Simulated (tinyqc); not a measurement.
What each parameter of the potential does: deformation potentials from a strained empirical pseudopotential.

Diamond lattice, no spin-orbit coupling. Atomic form factor V(q) = a1 (q^2 - a2)/(a3 exp(a4 q^2) - 1) in rydberg with q in 1/bohr, for the unstrained cell. Under a strain e the reciprocal vectors and k go over into (1 + e)^(-1) G, the atoms sit at +/- tau with tau = (1 + e) a (1,1,1)/8 - zeta a (eyz, ezx, exy)/4, and H(G,G') = c |k + G|^2 delta + (V(q)/det(1 + e)) cos(q.tau), q = G - G', with the term q = 0 left out; c = hbar^2/2m0. The basis is fixed before straining: all G with |k + G|^2 up to 16 (2 pi/a)^2. k is given in units of 2 pi/a of the unstrained cell.

Constants: hbar^2/2m0 = 3.80998211 eV angstrom^2; Ry = 13.60569312 eV; a0 (Bohr radius) = 0.5291772105 angstrom.

Inputs chosen for the exercise (near those of Si; shifted at random, so the results belong to these values and not to a real crystal): a = 5.438 angstrom (lattice constant); a1 = 0.535; a2 = 2.185; a3 = 2.077; a4 = 0.482; kD = 0.82 2 pi/a (position of the Delta minimum).

Gaps from the valence top to level 8 at Gamma and level 5 at (kD,0,0) and L, and their deformation potentials [E(+h) - E(-h)]/(3 ln((1 + h)/(1 - h))) for e = +/- h 1, h = 0.002. The row for the lattice constant keeps V(q) without the volume factor, so it is not a strain.

Results for these values:
```
case  Gamma (eV)  Delta (eV)  L (eV)  potential Gamma (eV)  potential Delta (eV)  potential L (eV)
base       4.162       1.125   2.032                 -8.91                  2.53             -2.02
```

What happens to each result for a4 = 0.477, all else kept?

Answer: Gamma rises from 4.162 to 4.256; Delta rises from 1.125 to 1.213; L rises from 2.032 to 2.108; potential Gamma falls from -8.91 to -9.08; potential Delta falls from 2.53 to 2.45; potential L falls from -2.02 to -2.09.

The same for each parameter in turn:
```
case                Gamma (eV)  Delta (eV)  L (eV)  potential Gamma (eV)  potential Delta (eV)  potential L (eV)
base                     4.162       1.125   2.032                 -8.91                  2.53             -2.02
a = 5.384 angstrom       4.285       0.831   1.933                 -8.61                  2.83             -1.84
a1 = 0.53                4.119       1.058   1.983                 -8.83                  2.54             -2.00
a2 = 2.207               4.046       1.200   2.028                 -8.98                  2.48             -2.05
a3 = 2.056               4.211       1.221   2.098                 -9.00                  2.53             -2.02
a4 = 0.477               4.256       1.213   2.108                 -9.08                  2.45             -2.09
```

tinyqc: `OMP_NUM_THREADS=1 python tinyqc.py 1850352 1850353 out.jsonl`; about 0.2 s, one thread, shared Intel(R) Xeon(R) Processor @ 2.30GHz.
